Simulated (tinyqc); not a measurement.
Worked calculation (part 1 of 2): UHF in the sto-6g basis, for BeH2, spin multiplicity 1. Computed by tinyqc, a small Python program that keeps every step (integrals from PySCF). Settings: charge = 0, multiplicity = 1, basis = sto-6g, energy threshold = 1e-09, iteration cap = 62, orthogonalisation = canonical, start = Wolfsberg-Helmholz matrix, DIIS depth = 3, damping = 0.2, method = UHF, break = 0.7. Command: `OMP_NUM_THREADS=1 python tinyqc.py 22087 22088 out.jsonl` (the two numbers bound the seeds that draw the settings). One thread of a shared host (Intel(R) Xeon(R) Processor @ 2.60GHz), about 0.2 s of CPU time with the checks. Later iterations appear only in the table of the cycle.

## One-electron integrals

Geometry (angstrom):
```
atom         x          y         z
Be    0.000000   0.000000  0.000000
H     0.000000   1.256000  0.095000
H     0.000000  -1.286000  0.098000
```

Basis sto-6g: exponents (1/bohr^2) and contraction coefficients of normalised primitives:
```
element  l (shell)    exponent  coefficient
Be           s (1)  312.870494     0.009164
Be           s (1)   57.364463     0.049361
Be           s (1)   16.048509     0.168538
Be           s (1)    5.513096     0.370563
Be           s (1)    2.140897     0.416492
Be           s (1)    0.881739     0.130334
Be           s (2)   13.633247    -0.013253
Be           s (2)    2.698375    -0.046992
Be           s (2)    0.838653    -0.033785
Be           s (2)    0.322660     0.250242
Be           s (2)    0.140131     0.595117
Be           s (2)    0.064233     0.240706
Be           p (3)   13.633247     0.003760
Be           p (3)    2.698375     0.037679
Be           p (3)    0.838653     0.173897
Be           p (3)    0.322660     0.418036
Be           p (3)    0.140131     0.425860
Be           p (3)    0.064233     0.101708
H            s (1)   35.523221     0.009164
H            s (1)    6.513144     0.049361
H            s (1)    1.822143     0.168538
H            s (1)    0.625955     0.370563
H            s (1)    0.243077     0.416492
H            s (1)    0.100112     0.130334
```

Overlap, kinetic and nuclear-attraction integrals over the contracted functions; the nuclear repulsion is the sum of Za Zb / Rab.

nuclear repulsion = 3.52985585 hartree

overlap S, lower triangle:
```
           1Be 1s    1Be 2s   1Be 2px    1Be 2py   1Be 2pz     2H 1s     3H 1s
1Be 1s   1.000000
1Be 2s   0.254764  1.000000
1Be 2px  0.000000  0.000000  1.000000
1Be 2py  0.000000  0.000000  0.000000   1.000000
1Be 2pz  0.000000  0.000000  0.000000   0.000000  1.000000
2H 1s    0.086020  0.493368  0.000000   0.544738  0.041202  1.000000
3H 1s    0.080518  0.481053  0.000000  -0.537131  0.040932  0.048629  1.000000
```

kinetic energy T (hartree), lower triangle:
```
            1Be 1s    1Be 2s   1Be 2px    1Be 2py   1Be 2pz      2H 1s     3H 1s
1Be 1s    6.768753
1Be 2s   -0.207382  0.220121
1Be 2px   0.000000  0.000000  0.661265
1Be 2py   0.000000  0.000000  0.000000   0.661265
1Be 2pz   0.000000  0.000000  0.000000   0.000000  0.661265
2H 1s    -0.013018  0.081816  0.000000   0.219478  0.016601   0.768522
3H 1s    -0.013517  0.076887  0.000000  -0.209159  0.015939  -0.009686  0.768522
```

nuclear attraction V (hartree), lower triangle:
```
             1Be 1s     1Be 2s    1Be 2px    1Be 2py    1Be 2pz      2H 1s      3H 1s
1Be 1s   -15.545212
1Be 2s    -1.862261  -3.065509
1Be 2px    0.000000   0.000000  -2.983208
1Be 2py   -0.000979  -0.003639   0.000000  -3.228366
1Be 2pz   -0.003169  -0.023629   0.000000  -0.000187  -2.984621
2H 1s     -0.694082  -1.505343   0.000000  -1.634232  -0.126783  -3.110059
3H 1s     -0.647833  -1.453559   0.000000   1.593818  -0.124545  -0.167448  -3.073268
```

core Hamiltonian H = T + V (hartree), lower triangle:
```
            1Be 1s     1Be 2s    1Be 2px    1Be 2py    1Be 2pz      2H 1s      3H 1s
1Be 1s   -8.776459
1Be 2s   -2.069643  -2.845387
1Be 2px   0.000000   0.000000  -2.321942
1Be 2py  -0.000979  -0.003639   0.000000  -2.567100
1Be 2pz  -0.003169  -0.023629   0.000000  -0.000187  -2.323355
2H 1s    -0.707100  -1.423527   0.000000  -1.414754  -0.110183  -2.341537
3H 1s    -0.661351  -1.376672   0.000000   1.384658  -0.108606  -0.177134  -2.304746
```

## Two-electron integrals

Functions are numbered as in S; the eight-fold symmetry (ij|kl) = (ji|kl) = (kl|ij) leaves the list below.

Two-electron integrals (ij|kl) in chemists' order, unique and non-zero (hartree):
```
(11|11) 2.299996    (21|11) 0.361879    (21|21) 0.071926    (22|11) 0.570332
(22|21) 0.139654    (22|22) 0.417773    (31|31) 0.015252    (32|31) 0.022555
(32|32) 0.092340    (33|11) 0.570332    (33|21) 0.139654    (33|22) 0.417773
(33|33) 0.450117    (41|41) 0.015252    (42|41) 0.022555    (42|42) 0.092340
(43|43) 0.024258    (44|11) 0.570332    (44|21) 0.139654    (44|22) 0.417773
(44|33) 0.401601    (44|44) 0.450117    (51|51) 0.015252    (52|51) 0.022555
(52|52) 0.092340    (53|53) 0.024258    (54|54) 0.024258    (55|11) 0.570332
(55|21) 0.139654    (55|22) 0.417773    (55|33) 0.401601    (55|44) 0.401601
(55|55) 0.450117    (61|11) 0.126945    (61|21) 0.024429    (61|22) 0.046979
(61|33) 0.046597    (61|41) 0.002395    (61|42) 0.004550    (61|44) 0.047737
(61|51) 0.000181    (61|52) 0.000344    (61|54) 0.000086    (61|55) 0.046604
(61|61) 0.008771    (62|11) 0.250703    (62|21) 0.062042    (62|22) 0.196096
(62|33) 0.189356    (62|41) 0.008653    (62|42) 0.046968    (62|44) 0.209462
(62|51) 0.000654    (62|52) 0.003552    (62|54) 0.001521    (62|55) 0.189471
(62|61) 0.023047    (62|62) 0.127580    (63|31) 0.006635    (63|32) 0.028494
(63|43) 0.008610    (63|53) 0.000651    (63|63) 0.013259    (64|11) 0.251512
(64|21) 0.063150    (64|22) 0.208959    (64|33) 0.196791    (64|41) 0.014227
(64|42) 0.073850    (64|44) 0.233185    (64|51) 0.000574    (64|52) 0.003431
(64|54) 0.002101    (64|55) 0.196901    (64|61) 0.024836    (64|62) 0.155890
(64|64) 0.199181    (65|11) 0.019024    (65|21) 0.004776    (65|22) 0.015805
(65|33) 0.014885    (65|41) 0.000574    (65|42) 0.003431    (65|44) 0.016335
(65|51) 0.006678    (65|52) 0.028753    (65|54) 0.008720    (65|55) 0.016195
(65|61) 0.001879    (65|62) 0.011791    (65|64) 0.014063    (65|65) 0.014323
(66|11) 0.414723    (66|21) 0.104812    (66|22) 0.364996    (66|33) 0.338876
(66|41) 0.018929    (66|42) 0.125271    (66|44) 0.416790    (66|51) 0.001432
(66|52) 0.009475    (66|54) 0.005893    (66|55) 0.339322    (66|61) 0.040659
(66|62) 0.290406    (66|64) 0.379448    (66|65) 0.028700    (66|66) 0.774999
(71|11) 0.118590    (71|21) 0.022833    (71|22) 0.043955    (71|33) 0.043596
(71|41) -0.002241   (71|42) -0.004274   (71|44) 0.044666    (71|51) 0.000171
(71|52) 0.000326    (71|54) -0.000082   (71|55) 0.043602    (71|61) 0.007440
(71|62) 0.017988    (71|64) 0.017418    (71|65) 0.001470    (71|66) 0.029684
(71|71) 0.007663    (72|11) 0.241391    (72|21) 0.059789    (72|22) 0.189874
(72|33) 0.183237    (72|41) -0.008343   (72|42) -0.045880   (72|44) 0.203033
(72|51) 0.000636    (72|52) 0.003496    (72|54) -0.001509   (72|55) 0.183352
(72|61) 0.018531    (72|62) 0.070180    (72|64) 0.066600    (72|65) 0.006383
(72|66) 0.120035    (72|71) 0.020801    (72|72) 0.120889    (73|31) 0.006294
(73|32) 0.027278    (73|43) -0.008339   (73|53) 0.000635    (73|63) 0.006010
(73|73) 0.012323    (74|11) -0.244867   (74|21) -0.061516   (74|22) -0.204480
(74|33) -0.192543   (74|41) 0.013675    (74|42) 0.072002    (74|44) -0.228243
(74|51) -0.000563   (74|52) -0.003408   (74|54) 0.002085    (74|55) -0.192654
(74|61) -0.018173   (74|62) -0.067592   (74|64) -0.060108   (74|65) -0.006037
(74|66) -0.111927   (74|71) -0.022626   (74|72) -0.149101   (74|74) 0.191861
(75|11) 0.018660    (75|21) 0.004688    (75|22) 0.015582    (75|33) 0.014673
(75|41) -0.000563   (75|42) -0.003408   (75|44) 0.016122    (75|51) 0.006337
(75|52) 0.027537    (75|54) -0.008450   (75|55) 0.015952    (75|61) 0.001539
(75|62) 0.006470    (75|64) 0.006036    (75|65) 0.006584    (75|66) 0.011384
(75|71) 0.001724    (75|72) 0.011362    (75|74) -0.013682   (75|75) 0.013366
(76|11) 0.030016    (76|21) 0.007218    (76|22) 0.020969    (76|33) 0.020577
(76|41) -0.000010   (76|42) -0.000067   (76|44) 0.021720    (76|51) 0.000142
(76|52) 0.000644    (76|54) -3.62e-06   (76|55) 0.020608    (76|61) 0.002445
(76|62) 0.010165    (76|64) 0.011054    (76|65) 0.001019    (76|66) 0.019694
(76|71) 0.002292    (76|72) 0.009929    (76|74) -0.010948   (76|75) 0.001008
(76|76) 0.001080    (77|11) 0.405637    (77|21) 0.102602    (77|22) 0.359973
(77|33) 0.334096    (77|41) -0.018266   (77|42) -0.123600   (77|44) 0.411278
(77|51) 0.001392    (77|52) 0.009419    (77|54) -0.005882   (77|55) 0.334545
(77|61) 0.031109    (77|62) 0.122496    (77|64) 0.112572    (77|65) 0.011461
(77|66) 0.208074    (77|71) 0.037230    (77|72) 0.281923    (77|74) -0.371374
(77|75) 0.028301    (77|76) 0.019694    (77|77) 0.774999
```

## Orthogonalisation

S = U s U^T; canonical form X = U s^(-1/2), so that X^T S X = 1. Each column of U has its largest component positive (the first on a tie).

eigenvalues of S: 0.209874  0.316799  0.924953  1.000000  1.005322  1.740157  1.802895

X:
```
                 1          2          3         4          5          6         7
1Be 1s   -0.010991  -0.278914   0.941692  0.000000  -0.239589  -0.028108  0.230770
1Be 2s    0.099942   1.291483  -0.122653  0.000000  -0.045784  -0.061075  0.497926
1Be 2px   0.000000   0.000000   0.000000  1.000000   0.000000   0.000000  0.000000
1Be 2py   1.515743  -0.077863  -0.003552  0.000000   0.001456   0.540607  0.063700
1Be 2pz   0.007050   0.100155   0.259141  0.000000   0.963026  -0.004717  0.035755
2H 1s    -1.170730  -0.778247  -0.234874  0.000000   0.061965   0.326440  0.394192
3H 1s     1.042368  -0.888306  -0.238696  0.000000   0.062828  -0.413883  0.304557
```

## Starting guess

The start is the generalised Wolfsberg-Helmholz matrix (K = 1.75) built on H, with HOMO and LUMO mixed by +/-0.7 rad for the two spins; D(s) = C_occ C_occ^T for each spin.

D(alpha) at the start, lower triangle:
```
            1Be 1s    1Be 2s   1Be 2px    1Be 2py   1Be 2pz      2H 1s     3H 1s
1Be 1s    0.998131
1Be 2s   -0.001590  0.140160
1Be 2px   0.000000  0.000000  0.000000
1Be 2py  -0.005595  0.007636  0.000000   0.338339
1Be 2pz  -0.116927  0.248775  0.000000  -0.021060  0.458280
2H 1s    -0.062828  0.113551  0.000000   0.207283  0.187642   0.215067
3H 1s    -0.057076  0.102937  0.000000  -0.193528  0.209901  -0.031657  0.196456
```

D(beta) at the start, lower triangle:
```
            1Be 1s     1Be 2s   1Be 2px    1Be 2py    1Be 2pz      2H 1s     3H 1s
1Be 1s    1.010861
1Be 2s   -0.035515   0.227894
1Be 2px   0.000000   0.000000  0.000000
1Be 2py  -0.004384   0.003930  0.000000   0.338369
1Be 2pz   0.126138  -0.286524  0.000000   0.022170   0.369064
2H 1s    -0.073233   0.145058  0.000000   0.206969  -0.169925   0.218236
3H 1s    -0.068690   0.138207  0.000000  -0.193861  -0.193504  -0.028265  0.200076
```

## Iteration 1: building the Fock matrix

J_ij = sum D_kl (ij|kl) with D = D(alpha) + D(beta), K_ij = sum D_kl (ik|jl) for each spin; F = H + J - K(s); E = tr D H + tr D J / 2 - 0.5 sum_s tr D(s) K(s) + E_nn.

Coulomb J (hartree), lower triangle:
```
           1Be 1s    1Be 2s   1Be 2px    1Be 2py   1Be 2pz     2H 1s     3H 1s
1Be 1s   6.579588
1Be 2s   1.217196  2.717705
1Be 2px  0.000000  0.000000  2.645965
1Be 2py  0.002735  0.014374  0.000000   2.820302
1Be 2pz  0.001642  0.011960  0.000000   0.000489  2.686848
2H 1s    0.422440  1.314774  0.000000   1.421019  0.108380  2.532365
3H 1s    0.393757  1.256575  0.000000  -1.364625  0.105216  0.141912  2.450642
```

exchange K(alpha) (hartree), lower triangle:
```
            1Be 1s    1Be 2s   1Be 2px    1Be 2py   1Be 2pz      2H 1s     3H 1s
1Be 1s    2.302458
1Be 2s    0.401870  0.359240
1Be 2px   0.000000  0.000000  0.070153
1Be 2py  -0.000509  0.015415  0.000000   0.490761
1Be 2pz  -0.007912  0.203006  0.000000  -0.011893  0.278167
2H 1s     0.144257  0.262473  0.000000   0.337912  0.136429   0.499980
3H 1s     0.135435  0.238028  0.000000  -0.310231  0.148206  -0.006931  0.457827
```

exchange K(beta) (hartree), lower triangle:
```
            1Be 1s     1Be 2s   1Be 2px    1Be 2py    1Be 2pz      2H 1s     3H 1s
1Be 1s    2.309726
1Be 2s    0.395618   0.398126
1Be 2px   0.000000   0.000000  0.077339
1Be 2py  -0.000381   0.013003  0.000000   0.502233
1Be 2pz   0.008338  -0.192446  0.000000   0.014080   0.223930
2H 1s     0.141708   0.271993  0.000000   0.340346  -0.096154   0.495974
3H 1s     0.132691   0.249385  0.000000  -0.313442  -0.111382  -0.009226  0.453716
```

F(alpha) (hartree), lower triangle:
```
            1Be 1s     1Be 2s   1Be 2px    1Be 2py    1Be 2pz      2H 1s      3H 1s
1Be 1s   -4.499329
1Be 2s   -1.254317  -0.486922
1Be 2px   0.000000   0.000000  0.253870
1Be 2py   0.002264  -0.004680  0.000000  -0.237559
1Be 2pz   0.006386  -0.214675  0.000000   0.012196   0.085326
2H 1s    -0.428917  -0.371225  0.000000  -0.331648  -0.138232  -0.309152
3H 1s    -0.403029  -0.358124  0.000000   0.330264  -0.151597  -0.028291  -0.311932
```

F(beta) (hartree), lower triangle:
```
            1Be 1s     1Be 2s   1Be 2px    1Be 2py   1Be 2pz      2H 1s      3H 1s
1Be 1s   -4.506597
1Be 2s   -1.248066  -0.525809
1Be 2px   0.000000   0.000000  0.246683
1Be 2py   0.002136  -0.002267  0.000000  -0.249031
1Be 2pz  -0.009864   0.180777  0.000000  -0.013777  0.139563
2H 1s    -0.426367  -0.380746  0.000000  -0.334082  0.094351  -0.305147
3H 1s    -0.400285  -0.369482  0.000000   0.333476  0.107991  -0.025996  -0.307821
```

total energy of this density = -15.44223858 hartree

This density is the starting one.

## Iteration 1: diagonalisation and new density

Diagonalise F' = X^T F X, C = X C', fill 3 alpha and 3 beta electrons from the bottom; D(s) = C_occ C_occ^T; the new density keeps 0.2 of the old one (damping). Each column has its largest component positive (the first on a tie).

F' = X^T F X (alpha) (hartree), lower triangle:
```
           1          2          3         4          5          6          7
1   0.987580
2  -0.006499   0.449382
3   0.011677   0.304284  -3.358907
4   0.000000   0.000000   0.000000  0.253870
5  -0.002803  -0.131467   1.057236  0.000000  -0.200109
6   0.060396  -0.028588   0.192760  0.000000  -0.018230  -0.427604
7   0.008222   0.165527  -1.605258  0.000000   0.259781   0.085250  -1.140995
```

orbital energies (alpha) (hartree): MO1 -4.502243, MO2 -0.431670, MO3 -0.418709, MO4 0.187860, MO5 0.253870, MO6 0.483774, MO7 0.990334

coefficients C (alpha):
```
               MO1        MO2        MO3        MO4       MO5        MO6        MO7
1Be 1s    0.992725  -0.183514  -0.077724   0.064963  0.000000  -0.216037  -0.005572
1Be 2s    0.029114   0.417600   0.177174  -0.046313  0.000000   1.315746   0.082204
1Be 2px   0.000000   0.000000   0.000000   0.000000  1.000000   0.000000   0.000000
1Be 2py  -0.000953  -0.172855   0.445261  -0.006621  0.000000  -0.063444   1.538720
1Be 2pz   0.000031   0.361394   0.126025   0.925960  0.000000  -0.044671   0.008286
2H 1s    -0.002356   0.202621   0.529478  -0.258963  0.000000  -0.772153  -1.145663
3H 1s    -0.003328   0.518981  -0.250160  -0.294220  0.000000  -0.844143   1.034176
```

F' = X^T F X (beta) (hartree), lower triangle:
```
           1          2          3         4          5          6          7
1   0.984543
2  -0.005676   0.457262
3   0.011044   0.333877  -3.460045
4   0.000000   0.000000   0.000000  0.246683
5  -0.003803  -0.025032   0.903095  0.000000  -0.118435
6   0.049576  -0.029548   0.174257  0.000000  -0.085299  -0.432550
7   0.008508   0.176516  -1.510079  0.000000   0.611155   0.083177  -1.128286
```

orbital energies (beta) (hartree): MO1 -4.509125, MO2 -0.429585, MO3 -0.419548, MO4 0.174440, MO5 0.246683, MO6 0.499884, MO7 0.986425

coefficients C (beta):
```
               MO1        MO2        MO3        MO4       MO5        MO6        MO7
1Be 1s    0.993232  -0.142932  -0.156063  -0.015375  0.000000  -0.211130  -0.006152
1Be 2s    0.027294   0.340750   0.370195  -0.165534  0.000000   1.287708   0.084991
1Be 2px   0.000000   0.000000   0.000000   0.000000  1.000000   0.000000   0.000000
1Be 2py  -0.000969  -0.353713   0.338231   0.010637  0.000000  -0.064733   1.534943
1Be 2pz   0.001395  -0.238915  -0.225712   0.898987  0.000000   0.299562   0.003103
2H 1s    -0.002327  -0.030990   0.562005   0.304379  0.000000  -0.752602  -1.149505
3H 1s    -0.003364   0.569921  -0.002757   0.344494  0.000000  -0.826192   1.036580
```

D(alpha) after iteration 1, lower triangle:
```
            1Be 1s    1Be 2s   1Be 2px    1Be 2py   1Be 2pz      2H 1s     3H 1s
1Be 1s    1.019804
1Be 2s   -0.049521  0.193334
1Be 2px   0.000000  0.000000  0.000000
1Be 2py  -0.004185  0.006869  0.000000   0.250178
1Be 2pz  -0.084253  0.188353  0.000000  -0.009296  0.208846
2H 1s    -0.077106  0.165395  0.000000   0.202044  0.149491   0.300139
3H 1s    -0.074696  0.158433  0.000000  -0.199579  0.166804  -0.028163  0.304837
```

D(beta) after iteration 1, lower triangle:
```
            1Be 1s     1Be 2s   1Be 2px    1Be 2py    1Be 2pz      2H 1s     3H 1s
1Be 1s    1.027208
1Be 2s   -0.070598   0.248699
1Be 2px   0.000000   0.000000  0.000000
1Be 2py  -0.003430   0.004512  0.000000   0.259285
1Be 2pz   0.081835  -0.189249  0.000000   0.010965   0.160236
2H 1s    -0.083118   0.186954  0.000000   0.202235  -0.129545   0.297099
3H 1s    -0.081234   0.182112  0.000000  -0.200786  -0.147137  -0.021016  0.299878
```

## Iteration 2: building the Fock matrix

As before.

Coulomb J (hartree), lower triangle:
```
           1Be 1s    1Be 2s   1Be 2px    1Be 2py   1Be 2pz     2H 1s     3H 1s
1Be 1s   6.528724
1Be 2s   1.202036  2.691916
1Be 2px  0.000000  0.000000  2.617995
1Be 2py  0.001442  0.005624  0.000000   2.820885
1Be 2pz  0.003782  0.023423  0.000000   0.000131  2.636870
2H 1s    0.417698  1.314665  0.000000   1.430388  0.111697  2.574125
3H 1s    0.389896  1.268379  0.000000  -1.392453  0.109589  0.141424  2.532949
```

exchange K(alpha) (hartree), lower triangle:
```
            1Be 1s    1Be 2s   1Be 2px    1Be 2py   1Be 2pz     2H 1s     3H 1s
1Be 1s    2.315156
1Be 2s    0.385836  0.399918
1Be 2px   0.000000  0.000000  0.073025
1Be 2py  -0.000237  0.008806  0.000000   0.500164
1Be 2pz  -0.002469  0.164244  0.000000  -0.006574  0.172569
2H 1s     0.139426  0.305062  0.000000   0.354668  0.112530  0.572262
3H 1s     0.130590  0.291058  0.000000  -0.342526  0.119469  0.014686  0.558023
```

exchange K(beta) (hartree), lower triangle:
```
            1Be 1s     1Be 2s   1Be 2px    1Be 2py    1Be 2pz     2H 1s     3H 1s
1Be 1s    2.319209
1Be 2s    0.382770   0.425932
1Be 2px   0.000000   0.000000  0.077945
1Be 2py  -0.000196   0.007483  0.000000   0.509345
1Be 2pz   0.002993  -0.127725  0.000000   0.007807   0.138519
2H 1s     0.138206   0.309877  0.000000   0.355687  -0.064086  0.564993
3H 1s     0.129292   0.296618  0.000000  -0.343573  -0.072743  0.011988  0.549360
```

F(alpha) (hartree), lower triangle:
```
            1Be 1s     1Be 2s   1Be 2px    1Be 2py    1Be 2pz      2H 1s      3H 1s
1Be 1s   -4.562891
1Be 2s   -1.253443  -0.553389
1Be 2px   0.000000   0.000000  0.223027
1Be 2py   0.000700  -0.006821  0.000000  -0.246380
1Be 2pz   0.003083  -0.164451  0.000000   0.006519   0.140946
2H 1s    -0.428828  -0.413924  0.000000  -0.339034  -0.111016  -0.339674
3H 1s    -0.402045  -0.399350  0.000000   0.334731  -0.118487  -0.050396  -0.329820
```

F(beta) (hartree), lower triangle:
```
            1Be 1s     1Be 2s   1Be 2px    1Be 2py   1Be 2pz      2H 1s      3H 1s
1Be 1s   -4.566943
1Be 2s   -1.250376  -0.579403
1Be 2px   0.000000   0.000000  0.218107
1Be 2py   0.000658  -0.005498  0.000000  -0.255560
1Be 2pz  -0.002379   0.127519  0.000000  -0.007862  0.174996
2H 1s    -0.427608  -0.418739  0.000000  -0.340053  0.065600  -0.332405
3H 1s    -0.400748  -0.404911  0.000000   0.335778  0.073726  -0.047699  -0.321157
```

total energy of this density = -15.60241253 hartree

This density is a damped mixture and is not idempotent.
